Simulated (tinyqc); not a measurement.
Finite-size error of a charged defect in a periodic cell: Madelung and Makov-Payne terms. Changing the cell length L. Computed by tinyqc, a small Python program. Command: `OMP_NUM_THREADS=1 python tinyqc.py 3031563 3031564 out.jsonl imagecharge sweep`. One thread of a shared host (Intel(R) Xeon(R) Processor @ 2.30GHz), about 0.07 s of CPU time with the checks.

L is the cube root of the cell volume. The defect charge is a Gaussian, rho(r) = q (2 pi sigma^2)^(-3/2) exp(-r^2/2 sigma^2), repeated periodically in a uniform neutralising background and screened by a continuum. The model cell energy is E(L) = E_0 + [periodic - isolated electrostatic energy].

Inputs (values chosen for the exercise, with screening close to that of CdTe):

| quantity | value | unit |
|---|---|---|
| charge q | -2 | e |
| dielectric constant eps | 9.88 | - |
| axis ratio c/a | 1.77 | - |
| width sigma of the defect charge | 2.1 | angstrom |
| formation energy of the isolated defect E_0 | 3.26 | eV |

Supercell lattice: hexagonal. Screening: isotropic.

Constants: e^2/(4 pi eps_0) = 14.39964548 eV angstrom.

Method:
- Cell vectors: (1,0,0), (-1/2,sqrt(3)/2,0), (0,0,c/a), scaled to volume L^3.
- Ewald sum for a unit point charge: scale each Cartesian component of the cell by 1/sqrt(eps_i), giving R', G' and V'; E = [ (1/2) sum erfc(eta R')/R' + (2 pi/V') sum exp(-G'^2/4 eta^2)/G'^2 - eta/sqrt(pi) - pi/(2 V' eta^2) ] e^2/(4 pi eps_0) / sqrt(eps_x eps_y eps_z), over n_i = -6..6, omitting n = (0,0,0), eta = 2/V'^(1/3). alpha = -2 E eps_g L/(e^2/(4 pi eps_0)), eps_g = (eps_x eps_y eps_z)^(1/3).
- Periodic energy of the Gaussian: (2 pi q^2/V) sum_(G != 0) exp(-sigma^2 G^2)/(G.eps.G) x e^2/(4 pi eps_0), n_i = -k..k with k = max(9, L/sigma rounded up). Isolated energy: q^2/(2 sqrt(pi) sigma) <1/(n.eps.n)> e^2/(4 pi eps_0), the mean over directions n, here 1/eps.

One run for each value:

| cell length L (angstrom) | finite-size error (eV) | point-charge correction -q^2 E (eV) | E(L) (eV) |
|---|---|---|---|
| 6.5 | -0.66548 | 1.0719 | 2.5945 |
| 8.1 | -0.60114 | 0.8602 | 2.6589 |
| 10.0 | -0.54227 | 0.6968 | 2.7177 |
| 13.0 | -0.46267 | 0.5360 | 2.7973 |
| 16.0 | -0.39604 | 0.4355 | 2.8640 |
| 19.0 | -0.34316 | 0.3667 | 2.9168 |
| 24.0 | -0.27863 | 0.2903 | 2.9814 |
| 30.0 | -0.22627 | 0.2323 | 3.0337 |

Over the rows, finite-size error (eV) rises from -0.665 to -0.226 (exponent d ln y / d ln x -0.46 between the first rows and -0.93 between the last); point-charge correction -q^2 E (eV) falls from 1.07 to 0.232 (exponent d ln y / d ln x about -1.00 throughout); E(L) (eV) rises from 2.59 to 3.03 (exponent d ln y / d ln x 0.11 between the first rows and 0.078 between the last). At the high end the exponent of finite-size error is -0.93, close to -1: the Madelung term rules in large cells. The exponent of point-charge correction -q^2 E stays at -1: the Madelung term goes as 1/L.

Caution (rows 6.50, 8.10, 10.0): the nearest image is closer than five widths, so the tails of the charge clouds overlap and the expansion in 1/L is no longer exact.
